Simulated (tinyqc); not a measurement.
MOSFET in the linear regime without short-channel effects, parameter extraction from computed curves: one step of the calculation.

Inversion charge Q = Cox n Vt W0(exp((Vg - VT)/(n Vt))), W0 the Lambert function and n = nf; u = Q/Cox; mobility mu = mu0/(1 + th1 u + th2 u^2); channel resistance Rch = (L - dL)/(W mu Q); Id = Vd/(Rch + Rsd/W). Cox = eps0 eox/tox. Small Vd, no channel-length or drain effects.

Question. Transfer curve. u, mu, Rch and Id as defined.

Parameters, values chosen for the exercise; channel values of the order met in silicon transistors:
- T = 200 K (temperature)
- eox = 21.9 (relative permittivity of the gate insulator (close to hafnium oxide))
- tox = 22 nm (insulator thickness)
- mu0 = 130 cm^2/(V s) (low-field mobility)
- th1 = 0.47 1/V (first mobility attenuation factor)
- th2 = 0.29 1/V^2 (second mobility attenuation factor)
- VT = 0.47 V (threshold voltage)
- nf = 1.47 (body factor)
- W = 1 um (gate width)
- L = 0.065 um (drawn gate length)
- dL = 0.011 um (drawn less effective length)
- Rsd = 200 ohm um (source plus drain resistance)
- Vd = 0.05 V (drain voltage)

Constants: q = 1.602176634e-19 C, kB = 1.380649e-23 J/K, Vt = kB T/q, eps0 = 8.8541878128e-14 F/cm where lengths are in cm. Results are converted to the units shown.

```
point,Vg (V)
0,0.27
1,0.37
2,0.47
3,0.57
4,0.67
5,0.77
6,0.87
7,0.97
8,1.07
9,1.17
10,1.27
11,1.37
```

Give: u; mu; Rch; Id.

Answer.

```
point,u (V),mu (cm^2/(V s)),Rch (ohm),Id (uA)
0,9.4436e-6,130.00,4.9905e7,0.0010019
1,4.8004e-4,129.97,9.8197e5,0.050908
2,0.014369,129.12,33023,1.5050
3,0.073140,125.49,6675.0,7.2727
4,0.15424,120.44,3298.1,14.293
5,0.24275,114.92,2196.1,20.867
6,0.33462,109.27,1675.7,26.657
7,0.42836,103.62,1380.2,31.641
8,0.52329,98.087,1193.6,35.877
9,0.61903,92.720,1067.4,39.450
10,0.71537,87.564,978.07,42.442
11,0.81215,82.645,912.79,44.932
```

Computed by the program tinyqc: `OMP_NUM_THREADS=1 python tinyqc.py 2210016 2210017 out.jsonl`, one thread of a shared Intel Xeon 2.30GHz, about 0.01 s for the whole run.
